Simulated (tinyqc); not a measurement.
Metal gate on a two-layer dielectric stack with fixed charge and a dipole: two steps of the calculation.

Gate, layer 2, layer 1, p-type semiconductor; x runs from the gate inwards. Charges are counted in units of +q. psi is the band bending at the surface, positive towards inversion. Classical charge, Boltzmann statistics, no interface traps.

Parameters, values chosen for the exercise; band and dielectric values close to those of germanium, layer 1 close to silicon dioxide, layer 2 close to hafnium oxide:
- T = 250 K (temperature)
- Eg = 0.67 eV (band gap)
- eps_r = 16.1 (relative permittivity)
- Nc = 7.91e18 cm^-3 (conduction-band density of states at T)
- Nv = 4.6e18 cm^-3 (valence-band density of states at T)
- chi = 3.98 eV (electron affinity)
- Na = 3.4e17 cm^-3 (acceptor density)
- pM = 4.87 eV (work function of the gate metal)
- t1 = 1.2 nm (thickness of layer 1, next to the semiconductor)
- e1 = 3.82 (relative permittivity of layer 1)
- t2 = 5 nm (thickness of layer 2, next to the gate)
- e2 = 22.7 (relative permittivity of layer 2)
- Q1 = 5.7e10 cm^-2 (fixed charge at the semiconductor interface)
- Q2 = -2.2e11 cm^-2 (fixed charge between the layers)
- r1 = 0 cm^-3 (uniform charge density in layer 1)
- r2 = 9e18 cm^-3 (uniform charge density in layer 2)
- Vd = 0 V (flat-band shift by a dipole layer between the layers)
- ps = 0.444 V (band bending psi of the working point)

Constants: q = 1.602176634e-19 C, kB = 1.380649e-23 J/K, Vt = kB T/q, eps0 = 8.8541878128e-14 F/cm where lengths are in cm. Results are converted to the units shown.

Question 1. Threshold voltage. ni = sqrt(Nc Nv) exp(-Eg/(2 Vt)), Eg in volts, pB = Vt ln(Na/ni), Vth = Vfb + 2 pB + sqrt(4 q eps0 eps_r Na pB)/Cox.

Vfb = 0.18969564 V
Cox = 1.6568451 uF/cm^2

Wanted: ni; pB; depletion charge; Vth.

Answer 1.

ni = 1.065e12 cm^-3
pB = 0.2730 V
depletion charge = 0.2912 uC/cm^2
Vth = 0.9116 V

Question 2. Fields and voltage drops. EOT = 3.9 (t1/e1 + t2/e2), Cox = eps0/(t1/e1 + t2/e2); phi_ms = pM - (chi + Eg - Vt ln(Nv/Na)).

Gauss: D = -Qs just inside the semiconductor; going towards the gate subtract q Q1, then q r1 t1, q Q2 and q r2 t2. Field = D/(eps0 e); the drop over a layer is its mean field times its thickness; Vg = phi_ms + Vd + psi + both drops.

Qs = -0.25620341 uC/cm^2

Give: D; field; drop over layer 2; drop over layer 1; Vg.

Answer 2.

| place | D (uC/cm^2) | field (MV/cm) |
|---|---|---|
| layer 2, gate side | -0.4387 | -0.2182 |
| layer 2, inner side | 0.2823 | 0.1405 |
| layer 1, outer side | 0.2471 | 0.7305 |
| layer 1, semiconductor side | 0.2471 | 0.7305 |
| semiconductor surface | 0.2562 | 0.1797 |

drop over layer 2 = -0.01945 V
drop over layer 1 = 0.08766 V
Vg = 0.7883 V

The same Vg follows from Vfb + psi - Qs/Cox. The largest field, 0.730 MV/cm in size, is at: layer 1, outer side.

Computed by the program tinyqc: `OMP_NUM_THREADS=1 python tinyqc.py 2010131 2010132 out.jsonl`, one thread of a shared Intel Xeon 2.30GHz, about 0.01 s for the whole run.
